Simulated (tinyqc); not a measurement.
Inside a calculation. Method: Hubbard chain of 2 sites. One step of it, computed by the program tinyqc.

Problem. The many-body Hamiltonian. Basis: all placements (u, d, 2, 0 on each site), up operators ordered before down ones; hops carry the sign of the same-spin electrons passed.

one-body matrix (hopping and site energies) (eV):
```
           1          2
1   0.410000  -0.580000
2  -0.580000   0.280000
```

U = 10.300000 eV

electrons, up and down: 1  1

Give: H.

Solution.

H (eV), lower triangle:
```
         20       ud       du       02
20  11.1200
ud  -0.5800   0.6900
du  -0.5800   0.0000   0.6900
02   0.0000  -0.5800  -0.5800  10.8600
```
